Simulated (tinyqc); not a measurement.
Quaternary alloy A(x)B(1-x)C(y)D(1-y) matched to a substrate, step by step. Values are carried at full precision from step to step, so a last printed digit may differ when a step is redone from the rounded ones.

Matching a(x,y) = a_s gives x = (a_s - y a_BC - (1 - y) a_BD)/(y (a_AC - a_BC) + (1 - y)(a_AD - a_BD)).
Constants: hc = 1239.841984 eV nm.

Values chosen for the exercise (AC, AD, BC, BD near GaAs, GaSb, InAs and InSb; substrate near InAs; shifted at random, so the results belong to these values and not to a real crystal):
- a = (5.659, 6.091, 6.064, 6.478) angstrom (lattice constants of AC, AD, BC, BD)
- a_s = 6.064 angstrom (substrate)
- y = 0.39 (fraction of C)
- Eg = (1.499, 0.824, 0.418, 0.236) eV (gaps at Gamma of AC, AD, BC, BD)
- Cb = (0.492, 0.474, 1.386, 0.77) eV (bowing of ABC, ABD, ACD, BCD)
- dx = -0.035 (error of x in growth)

## The matched composition

Give numerator, denominator and x.

numerator = -0.25254 angstrom
denominator = -0.39402 angstrom
x = 0.6409

## The gap by rule 1

Q(x,y) = x y Q_AC + x (1 - y) Q_AD + (1 - x) y Q_BC + (1 - x)(1 - y) Q_BD for the lattice constant. Gap, rule 1: Q(x,y) - x (1 - x)[y C_ABC + (1 - y) C_ABD] - y (1 - y)[x C_ACD + (1 - x) C_BCD]. Rule 2 (mean of ternaries): {x (1 - x)[y T_ABC(x) + (1 - y) T_ABD(x)] + y (1 - y)[x T_ACD(y) + (1 - x) T_BCD(y)]}/{x (1 - x) + y (1 - y)}, T_ABC(x) = x E_AC + (1 - x) E_BC - C_ABC x (1 - x), T_ACD(y) = y E_AC + (1 - y) E_AD - C_ACD y (1 - y), and alike. Only the Gamma valley is followed.

Give the four weights, the bilinear part, the two bowing terms, the gap and hc/gap.

weights of AC, AD, BC, BD: 0.2500  0.3910  0.1400  0.2190

bilinear part = 0.8071 eV

bowing terms (eV): 0.1107  0.2771

gap = 0.4193 eV
wavelength = 2957 nm

## The gap by rule 2

Give the four ternary gaps and their weighted mean.

T_ABC, T_ABD, T_ACD, T_BCD (eV): 0.9976  0.5038  0.7575  0.1238

gap = 0.6118 eV

Rule 2 lies 193 meV above rule 1: it averages the two bowing terms where rule 1 adds them. Both agree on the ternary edges.

## An error in composition

Replace x by x + dx; mismatch (a_s - a)/a and change of the relaxed gap by rule 1.

a = 6.0778 angstrom
mismatch = -0.227 %
change of the gap = -26.3 meV

The layer would be under compression; the strain shift of the gap is not included.

## Checks

- Lattice constant at the matched composition against a_s (angstrom): both 6.0640.
- Rule 2 as a mean of ternaries against its form with averaged bowing (eV): both 0.6118.

Run: tinyqc, `OMP_NUM_THREADS=1 python tinyqc.py 1050199 1050200 out.jsonl`; Intel(R) Xeon(R) Processor @ 2.30GHz, one thread, shared host; about 0.01 s of CPU time with all checks.
